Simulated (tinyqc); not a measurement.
Electromigration in a confined line: Blech product, Korhonen stress evolution and Black's law: one step, computed by the program tinyqc. Command: `OMP_NUM_THREADS=1 python tinyqc.py 3026599 3026600 out.jsonl emigr walk`. One thread of a shared host (Intel(R) Xeon(R) Processor @ 2.30GHz), about 0.01 s of CPU time with the checks.

The electron wind pushes atoms from the cathode (x = 0) to the anode (x = L); blocking ends build a back stress (tension positive). The input rho is taken not to change with temperature. d sigma/dt = d/dx [kappa (d sigma/dx + G)], with zero flux at both ends and sigma = 0 at t = 0.

Question. Time to nucleate a void. sigma(x, t) = G L [1/2 - x/L - 4 sum_(m odd) cos(m pi x/L) exp(-m^2 pi^2 s)/(m pi)^2], s = t/tau, summed to m = 399. Solve sigma(0, t) = sigma_c for s; the semi-infinite estimate is t = (pi/kappa) ((sigma_c)/(2 G))^2.

Inputs (values chosen for the exercise, close to those used for ruthenium lines): critical stress sigma_c = 520 MPa; line length L = 22 um; test temperature T = 350 C.

Start: stress-free.

stress gradient G = 51.92937 MPa/um

tau = 248.2935 h

kappa = 5.414738e-16 m^2/s

Give: nucleation time; semi-infinite estimate.

Answer.

nucleation time = 55.386 h

semi-infinite estimate = 40.401 h

The back stress delays nucleation by 37 %.
